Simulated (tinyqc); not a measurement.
Read current of a NAND string, cells in series solved by shooting: one step of the calculation.

Cells in series, numbered from 0 at the source line (0 V) to the bit line, each followed by a gap resistance Rg. A cell with gate Vg, threshold VT, source Vs and drain Vd passes I = 2 nf K Vt^2 [F(Vs) - F(Vd)]/(1 + th max(Vg - VT, 0)), F(V) = ln^2(1 + exp((Vg - VT - nf V)/(2 nf Vt))). The selected cell has Vg = Vr, the others Vg = Vp.

Question. Node voltages for a trial current. For a trial current I start at 0 V and, cell by cell (the selected one is cell 2), solve for the drain: sqrt(F(Vd)) = sqrt(F(Vs) - I/k), k = 2 nf K Vt^2/(1 + th max(Vg - VT, 0)), Vd = [Vg - VT - 2 nf Vt ln(exp(sqrt F) - 1)]/nf, then add I Rg.

Values chosen for this exercise; values of the order met in vertical NAND strings: temperature T = 300 K; gain factor of a cell K = 6.3 uA/V^2; slope factor nf = 1.9; mobility reduction factor th = 0.16 1/V; resistance of the gap between cells Rg = 22 kohm; bit-line voltage Vbl = 0.5 V; pass voltage Vp = 5.8 V; read voltage on the selected word line Vr = 3.94 V.

Constants: q = 1.602176634e-19 C, kB = 1.380649e-23 J/K, Vt = kB T/q. Results are converted to the units shown.

first trial current = 0.57 uA
thresholds from the source end, cell 0 to 3 (V): -1.6  3  2.4  3

Find: node voltage after each cell and gap, trial 1.

Answer.

node voltage after each cell and gap, trial 1, cell 0 to 3 (V): 0.039335  0.10078  0.20256  0.27055

Program tinyqc, `OMP_NUM_THREADS=1 python tinyqc.py 2142178 2142179 out.jsonl`; Intel Xeon 2.30GHz, shared host, one thread, about 0.4 s.
